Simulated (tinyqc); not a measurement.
Worked calculation: admittance spectroscopy and thermally stimulated current of one trap level in a depletion layer. Computed by tinyqc, a small Python program that keeps every step. Command: `OMP_NUM_THREADS=1 python tinyqc.py 3112496 3112497 out.jsonl admit walk`. One thread of a shared host (Intel(R) Xeon(R) Processor @ 2.30GHz), about 0.01 s of CPU time with the checks. Intermediate numbers are printed to about 5 digits and carried at full precision; extremes and crossings named in words are read from the listed rows.

A Schottky junction on n-type material holds one donor-like electron trap; shallow donors are fully ionised and abrupt depletion edges are assumed.

Inputs (values chosen for the exercise, modelled on n-type beta-Ga2O3):

| quantity | value | unit |
|---|---|---|
| dielectric constant eps | 10 | - |
| density-of-states mass m | 0.275 | m_0 |
| shallow doping N | 4.1e+15 | 1/cm^3 |
| trap density N_t | 3.8e+14 | 1/cm^3 |
| trap depth E_t below the band | 0.542 | eV |
| capture cross section sigma | 6e-16 | cm^2 |
| band bending V_b | 2 | V |
| test frequency f | 200000 | Hz |
| heating rate beta | 0.079 | K/s |

Constants: k_B = 1.380649e-23 J/K; m_0 = 9.1093837015e-31 kg; h = 6.62607015e-34 J s; k_B = 8.617333262e-05 eV/K; eps_0 = 8.8541878128e-12 F/m; e = 1.602176634e-19 C.

## Temperature of the peak

N_c = 2 (2 pi m k_B T/h^2)^(3/2), v_th = sqrt(3 k_B T/m), emission rate e_n = sigma v_th N_c exp(-E_t/(k_B T)). Where the level crosses the Fermi level capture equals emission, so the trap follows the signal with the rate 2 e_n; G/omega peaks at omega = 2 e_n (the correction for large N_t/N is left out). Solve 2 e_n(T_p) = 2 pi f.

peak temperature T_p = 510.72 K

N_c at T_p = 8.0383e+18 1/cm^3

e_n at T_p = 6.2832e+05 1/s

E_c - E_F = k_B T_p ln(N_c/N) = 0.33364 eV

## The capacitance step

With E_c - E_F = k_B T_p ln(N_c/N): lambda = sqrt(2 eps eps_0 (E_t - (E_c - E_F))/(e^2 N)); traps are empty and charged for x < x_t = w - lambda, and V_b = e (N w^2 + N_t x_t^2)/(2 eps eps_0). High frequency: C_hf = eps eps_0/w. Low frequency: C_lf = eps eps_0 (N + N_t)/(N w + N_t x_t).

lambda = 237.00 nm

depletion width w = 719.43 nm

crossing point x_t = 482.44 nm

C_hf = 12.307 nF/cm^2

C_lf = 12.661 nF/cm^2

step (C_lf - C_hf)/C_hf = 0.028745

small-N_t estimate (N_t/N)(lambda/w) = 0.030532

Reading N_t/N straight from the step would give 0.0287 against the true 0.0927: the factor lambda/w must be known.

## Scan in temperature at fixed frequency

With x = omega/(2 e_n): C = C_hf + (C_lf - C_hf)/(1 + x^2), G/omega = (C_lf - C_hf) x/(1 + x^2); C_hf and C_lf are held at their values at T_p.

Admittance:

| T (K) | omega/(2 e_n) | C (nF/cm^2) | G/omega (nF/cm^2) |
|---|---|---|---|
| 449.4 | 6.9330 | 12.314 | 0.04999 |
| 469.9 | 3.4435 | 12.335 | 0.09475 |
| 485.2 | 2.1177 | 12.372 | 0.13660 |
| 500.5 | 1.3391 | 12.434 | 0.16961 |
| 510.7 | 1.0006 | 12.484 | 0.17689 |
| 520.9 | 0.7557 | 12.532 | 0.17017 |
| 536.3 | 0.5041 | 12.589 | 0.14219 |
| 556.7 | 0.3044 | 12.631 | 0.09855 |
| 582.2 | 0.1697 | 12.651 | 0.05834 |

The peak of G/omega is half the step, 0.177 nF/cm^2. Its full width is near 2 ln(2 + sqrt3) k_B T_p^2/(E_t + 2 k_B T_p) = 94.0 K.

## Arrhenius plot

T_p for 0.1, 0.3, 1, 3 and 10 f; least-squares lines of ln(e_n/T^2) and of ln(e_n) against 1/(k_B T), e_n = pi f; sigma = exp(intercept)/(v_th N_c/T^2).

Peaks:

| f (Hz) | T_p (K) | 1/(k_B T) (1/eV) | ln(e_n/T^2) | ln(e_n) |
|---|---|---|---|---|
| 2.00e+04 | 439.33 | 26.414 | -1.1223 | 11.048 |
| 6.00e+04 | 470.90 | 24.644 | -0.1624 | 12.147 |
| 2.00e+05 | 510.72 | 22.722 | 0.8791 | 13.351 |
| 6.00e+05 | 552.92 | 20.988 | 1.8190 | 14.449 |
| 2.00e+06 | 607.19 | 19.112 | 2.8357 | 15.653 |

depth from e_n/T^2 = 0.542 eV

cross section from the intercept = 6.00e-16 cm^2

depth without the T^2 = 0.63047 eV

Leaving out T^2 adds 88 meV, near 2 k_B T_p = 88 meV.

## Thermally stimulated current

Thermally stimulated current without retrapping: filled share n(T) = exp(-(1/beta) int e_n dT), current proportional to e_n n; the peak obeys beta (E_t/(k_B T^2) + 2/T) = e_n(T). The integral starts at 0.5 T_m and uses 4000 trapezoid steps to 1.2 T_m. Chen's first-order estimate from the full width W = T_2 - T_1 between the half-height points: E = 2.52 k_B T_m^2/W - 2 k_B T_m.

peak temperature T_m = 220.65 K

lower half-height T_1 = 210.77 K

upper half-height T_2 = 227.74 K

filled share at T_m = 0.38990

E_t/(k_B T_m) = 28.505

symmetry factor (T_2 - T_m)/(T_2 - T_1) = 0.41768

depth by Chen's formula = 0.58511 eV

The slow ramp empties the trap at 221 K, far below the admittance peak at 511 K, since the rate asked for is 0.011 per second instead of 630000. Chen's formula, made for a constant prefactor, gives 43 meV more than E_t.

Checks made by the program: C_lf against dQ/dV by differences (relative difference below 1e-10); depth recovered (relative difference below 1e-10); peak of the integrated curve (relative difference 2e-05).
